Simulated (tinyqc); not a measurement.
IGBT as a p-i-n diode in series with a MOS channel, on-state and switching loss: one step of the calculation.

High injection (n = p) in a drift layer from x = -W/2 (anode) to +W/2 (cathode side), recombination only in the layer with lifetime tau, ideal emitters. The channel feeds the cathode side and carries the whole current. Auger recombination, carrier-carrier scattering, emitter losses and the carrier dip under the p body are left out.

Problem. On-state voltage. n(x) = (tau J/(2 q La))[cosh(x/La)/sinh y - B sinh(x/La)/cosh y]. Vm = Vt [(8 b/(b + 1)^2)(sinh y/s) arctan(s sinh y) + B ln((1 + B tanh^2 y)/(1 - B tanh^2 y))], s = sqrt(1 - B^2 tanh^2 y); Vj = Vt ln(n(-W/2) n(W/2)/ni^2), ni = sqrt(Nc Nv) exp(-Eg/(2 Vt)), Eg in volts; Vc = J Rch; Von = Vm + Vj + Vc.

Values chosen for this exercise; material values close to those of silicon:
- T = 400 K (temperature)
- Eg = 1.11 eV (band gap)
- Nc = 4.33e19 cm^-3 (conduction-band density of states at T)
- Nv = 4.14e19 cm^-3 (valence-band density of states at T)
- tau = 0.22 us (high-injection lifetime)
- J = 50 A/cm^2 (current density)
- Rch = 1.3 mohm cm^2 (channel and accumulation resistance)

Constants: q = 1.602176634e-19 C, kB = 1.380649e-23 J/K, Vt = kB T/q. Results are converted to the units shown.

b = 2.9137255
B = 0.48897796
La = 16.968443 um
y = 2.0626524

Wanted: Vm; Vj; Vc; Von.

Solution.

Vm = 0.31293 V
Vj = 0.57697 V
Vc = 0.065000 V
Von = 0.95491 V

Vm does not depend on J, since the carrier density grows with it. Junctions, layer and channel take 60, 33 and 6.8 % of Von.

Program tinyqc, `OMP_NUM_THREADS=1 python tinyqc.py 2590061 2590062 out.jsonl`; Intel Xeon 2.30GHz, shared host, one thread, about 0.01 s.
